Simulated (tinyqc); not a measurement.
Inside a calculation. Method: UHF in the sto-3g basis, for H4, spin multiplicity 3. This run ends on a higher stationary point, not on the lowest solution. Computed by tinyqc, a small Python program that keeps every step (integrals from PySCF). Settings: charge = 0, multiplicity = 3, basis = sto-3g, energy threshold = 1e-09, iteration cap = 74, orthogonalisation = canonical, start = highest core orbitals, DIIS depth = 8, damping = 0.7, method = UHF. Command: `OMP_NUM_THREADS=1 python tinyqc.py 27667 27668 out.jsonl` (the two numbers bound the seeds that draw the settings). One thread of a shared host (Intel(R) Xeon(R) Processor @ 2.60GHz), about 0.1 s of CPU time with the checks.

Geometry (angstrom):
```
atom         x         y         z
H     0.000000  0.000000  0.000000
H     0.000000  0.000000  0.960000
H     0.000000  0.000000  2.467000
H     0.000000  0.000000  3.427000
```

Stop when the energy changes by less than 1e-09 hartree and every element of the error matrix X^T (F D S - S D F) X (for each spin) is below 9e-06.

Course of the cycle:
```
iteration  E (hartree)     change  largest element of the error matrix
1          -0.21162052          -                             1.00e-01
2          -0.52989524  -3.18e-01                             7.81e-02
3          -0.82691906  -2.97e-01                             5.88e-02
4          -1.07161305  -2.45e-01                             4.36e-02
5          -1.26113728  -1.90e-01                             3.19e-02
6          -1.40234294  -1.41e-01                             2.24e-02
7          -1.50603193  -1.04e-01                             1.61e-02
8          -1.58091858  -7.49e-02                             1.15e-02
9          -1.63446246  -5.35e-02                             8.18e-03
10         -1.67249331  -3.80e-02                             5.78e-03
11         -1.69938284  -2.69e-02                             4.07e-03
12         -1.71833745  -1.90e-02                             2.87e-03
13         -1.73167044  -1.33e-02                             2.01e-03
14         -1.74103523  -9.36e-03                             1.41e-03
...                ...        ...                                  ...
47         -1.76298773  -7.30e-08                             1.10e-08
48         -1.76298778  -5.11e-08                             7.68e-09
49         -1.76298782  -3.58e-08                             5.38e-09
50         -1.76298784  -2.50e-08                             3.76e-09
51         -1.76298786  -1.75e-08                             2.63e-09
52         -1.76298787  -1.23e-08                             1.84e-09
53         -1.76298788  -8.58e-09                             1.29e-09
54         -1.76298789  -6.01e-09                             9.04e-10
55         -1.76298789  -4.21e-09                             6.32e-10
56         -1.76298789  -2.94e-09                             4.43e-10
57         -1.76298790  -2.06e-09                             3.10e-10
58         -1.76298790  -1.44e-09                             2.17e-10
59         -1.76298790  -1.01e-09                             1.52e-10
60         -1.76298790  -7.07e-10                             1.06e-10
```

Can the last value be used, and what does the course show?

No, though the log alone does not show it. Converged in 60 iterations. But the solution lies 0.04646 hartree above the reference: it is another stationary point, not the lowest one. Reruns (cap 100 unless said): DIIS 8: converged in 7 to a higher stationary point; damping 0.5: converged in 33 to a higher stationary point; level shift 0.5: converged in 31 to a higher stationary point; atomic densities as start, DIIS 8: converged in 8 to a higher stationary point. PySCF UHF in the same basis, after a stability check = -1.80944564 hartree.
